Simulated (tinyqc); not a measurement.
Self-consistent Fermi level with native defects, at growth and after a quench. From total D back to E_f of the neutral native donor D. Computed by tinyqc, a small Python program. Command: `OMP_NUM_THREADS=1 python tinyqc.py 3028973 3028974 out.jsonl scfermi inv`. One thread of a shared host (Intel(R) Xeon(R) Processor @ 2.30GHz), about 0.1 s of CPU time with the checks.

Energies are counted from the top of the valence band (VBM); when the gap shrinks with temperature the conduction band moves and the levels stay. D and A draw on one reservoir with opposite signs, as the two vacancies of a compound do.

Inputs (values chosen for the exercise, for a model semiconductor):

| quantity | value | unit |
|---|---|---|
| gap E_g at 300 K | 1.45 | eV |
| slope -dE_g/dT above 300 K | 0.00049 | eV/K |
| electron mass m_e | 0.0722 | m_0 |
| valleys M_c | 1 | - |
| hole mass m_h | 0.667 | m_0 |
| E_f of the neutral native acceptor A | 2.008 | eV |
| shift s of the chemical potential | -0.18 | eV |
| site density N_s | 2.3e+22 | cm^-3 |
| growth temperature T_g | 1100 | K |

Added shallow dopant: none.

levels of D above the VBM, most positive state first (eV): 0.596  0.65

levels of A above the VBM, (0/-1) first (eV): 0.428

Constants: m_0 = 9.1093837015e-31 kg; k_B = 1.380649e-23 J/K; h = 6.62607015e-34 J s; k_B = 8.617333262e-05 eV/K.

Method:
- E_f(D, 0) = input + s and E_f(A, 0) = input - s; E_f(q, E_F = 0) follows from the levels, eps(q/q-1) = E_f(q - 1) - E_f(q) at E_F = 0.
- E_g(T) = E_g - slope x max(0, T - 300 K).
- N_c = 2 M_c (2 pi m_e k_B T/h^2)^(3/2) and N_v = 2 (2 pi m_h k_B T/h^2)^(3/2), masses in units of m_0.
- At growth T = T_g.
- n = N_c F_1/2((E_F - E_g)/k_B T), p = N_v F_1/2(-E_F/k_B T).
- F_1/2(eta) = (2/sqrt(pi)) int_0^infinity sqrt(x)/(1 + exp(x - eta)) dx, by the trapezoid rule in t = sqrt(x) with step 0.02 up to t = 12 (for eta < -12 by exp(eta) - exp(2 eta)/2^(3/2)).
- In equilibrium c_q = N_s exp(-(E_f(q, 0) + q E_F)/k_B T).
- Net charge = p - n + sum q c_q; the log ratio is ln(positive charge/negative charge).
- E_F is the root of the log ratio, by 50 bisections between -0.5 eV and E_g + 0.5 eV.

Problem. A run gave the result below. Find the E_f of the neutral native donor D, known to lie between 1 and 2 eV.

total D = 1.208259e+16 cm^-3

Solution.

Each step takes the trial c = (a f_b - b f_a)/(f_b - f_a), f being the result less the target and a, b, c the logarithms of the listed values; c replaces end b, the old b replaces a if the sign of f changed, and otherwise f_a is halved.

Scan of the range:

| E_f of the neutral native donor D (eV) | total D (cm^-3) |
|---|---|
| 1.00 | 4.44263e+18 |
| 1.12 | 1.35398e+18 |
| 1.26 | 3.56056e+17 |
| 1.41 | 8.72810e+16 |
| 1.59 | 1.48223e+16 |
| 1.78 | 2.06321e+15 |
| 2.00 | 2.03618e+14 |

False position (Illinois rule, in the logarithm of the input) inside the bracket:

| step | end a | end b | trial | total D (cm^-3) |
|---|---|---|---|---|
| 1 | 1.59000 | 1.78000 | 1.62901 | 9.93971e+15 |
| 2 | 1.59000 | 1.62901 | 1.60510 | 1.27043e+16 |
| 3 | 1.62901 | 1.60510 | 1.61045 | 1.20275e+16 |
| 4 | 1.60510 | 1.61045 | 1.61001 | 1.20813e+16 |
| 5 | 1.60510 | 1.61001 | 1.60999 | 1.20838e+16 |
| 6 | 1.61001 | 1.60999 | 1.61000 | 1.20826e+16 |
| 7 | 1.60999 | 1.61000 | 1.61000 | 1.20826e+16 |

Total D falls at every point of a 13-point scan of the range (every second point is shown), so one value fits; it is bracketed by 1.59 and 1.78. Answer: E_f of the neutral native donor D = 1.610 eV.
